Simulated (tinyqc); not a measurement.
Band folding and unfolding in a supercell of a chain: one step. Moments of the spectral function.

A chain with hopping -t and n = 3 sites a supercell. H(K) has v_j on the diagonal, -t between neighbours and -t exp(2 pi i K) on the bond that closes the cell (from the last site to the first of the next cell). The point K holds the n wave vectors k_m = (K + m)/n of the primitive zone, in 2 pi/a, m = 0 to n - 1, with E0 = -2t cos(2 pi k_m). The unfolding weight of a state c on k_m is |sum_j c_j exp(-2 pi i k_m j)|^2/n, j = 0 to n - 1.

levels (eV): -2.653111  1.127804  1.855306

weights:
```
     level 1  level 2  level 3
m=0  0.99362  0.00535  0.00103
m=1  0.00275  0.08825  0.90900
m=2  0.00363  0.90640  0.08997
```

Question. For each k_m: mean sum_i W E_i and variance sum_i W E_i^2 less the mean squared. The mean must be E0 plus the average of v, and the variance that of v.

Give: Moments.

Answer.

Moments:
```
m  mean (eV)  variance (eV^2)
0     -2.628            0.097
1      1.779            0.097
2      1.180            0.097
```

The average of v is 0.1100 eV and its variance 0.0968 eV^2: the virtual crystal gives the mean, and the variance is the spread of weight over several levels that it leaves out.

Run: tinyqc, `OMP_NUM_THREADS=1 python tinyqc.py 1451721 1451722 out.jsonl`; Intel(R) Xeon(R) Processor @ 2.30GHz, one thread, shared host; about 0.01 s of CPU time with all checks.
